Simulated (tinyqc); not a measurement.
Which roughness does what: X-ray reflectivity of a thin film on silicon: critical angles, Parratt recursion, fringes and roughness. Computed by tinyqc, a small Python program. Command: `OMP_NUM_THREADS=1 python tinyqc.py 3121014 3121015 out.jsonl xrr walk`. One thread of a shared host (Intel(R) Xeon(R) Processor @ 2.30GHz), about 0.01 s of CPU time with the checks.

n = 1 - delta + i beta; the classical electron radius is r_e = 2.8179403e-6 nm. Layer 0 is vacuum, 1 the film, 2 the substrate.

Inputs (values chosen for the exercise, modelled on SiO2 on silicon, copper K-alpha radiation):
```
quantity                                        value     unit
wavelength lambda                             0.15406       nm
film density rho                                 2.13   g/cm^3
effective electrons per unit mass, film         0.504    mol/g
beta/delta, film                                0.013        -
film thickness d                                 32.2       nm
roughness of the surface sigma_1                 0.79       nm
roughness of the interface sigma_2               0.31       nm
substrate density                                2.33   g/cm^3
effective electrons per unit mass, substrate    0.507    mol/g
beta/delta, substrate                           0.023        -
grazing angle theta                              1.38  degrees
```

Constants: N_A = 6.02214076e+23 1/mol.

Method:
- delta = r_e lambda^2 rho_e/(2 pi), rho_e = density x electrons per mass x N_A; critical angle sqrt(2 delta), q_c = 4 sqrt(pi r_e rho_e).
- k_j = (2 pi/lambda) sqrt(sin^2 theta - 2 delta_j + 2 i beta_j); r_ij = (k_i - k_j)/(k_i + k_j) x exp(-2 k_i k_j sigma^2) (Nevot-Croce); r = (r_01 + r_12 p)/(1 + r_01 r_12 p), p = exp(2 i k_1 d); R = |r|^2.
- Far above the critical angle the period is d theta = lambda/(2 d), or 2 pi/d in q; the envelope runs between (|r_01| - |r_12 p|)^2 and (|r_01| + |r_12 p|)^2; contrast = 2 a b/(a^2 + b^2) with a = |r_01|, b = |r_12 p|; roughness factors on the amplitudes are about exp(-q^2 sigma^2/2).
- R is averaged over one period above each angle (64 points); contrast = (max - min)/(max + min) of R theta^4 over that period. Cases: smooth; only sigma_1; only sigma_2; both.

period in theta = 0.137065 degrees

Constants:
```
layer      rho_e (1/nm^3)        delta         beta  critical angle (degrees)  q_c (1/nm)
film              646.489  6.88165e-06  8.94615e-08                  0.212561    0.302609
substrate         711.402  7.57263e-06  1.74170e-07                  0.222977    0.317437
```

Mean R and contrast:
```
theta (degrees)    R smooth  contrast  R, sigma_1  contrast, sigma_1  R, sigma_2  contrast, sigma_2     R, both  contrast, both
0.8              2.4930e-04   0.20792  1.0314e-04            0.39782  2.4895e-04            0.19404  1.0277e-04         0.37745
1.2              5.2171e-05   0.20251  7.7661e-06            0.61400  5.2022e-05            0.17367  7.6147e-06         0.55280
1.8              1.0804e-05   0.19988  2.4866e-07            0.99431  1.0748e-05            0.14549  1.9517e-07         0.92623
2.5              2.9839e-06   0.19974  3.0350e-08            0.29736  2.9664e-06            0.10572  8.8601e-09         0.54535
3.5              8.0042e-07   0.19986  8.0885e-09            0.00742  7.9372e-07            0.05991  6.8854e-10         0.08745
```

What does the comparison show, and why?

At 2.5 degrees sigma_1 alone multiplies the mean R by 0.010 and sigma_2 alone by 0.99; the contrast goes from 0.20 (smooth) to 0.30 and 0.11.
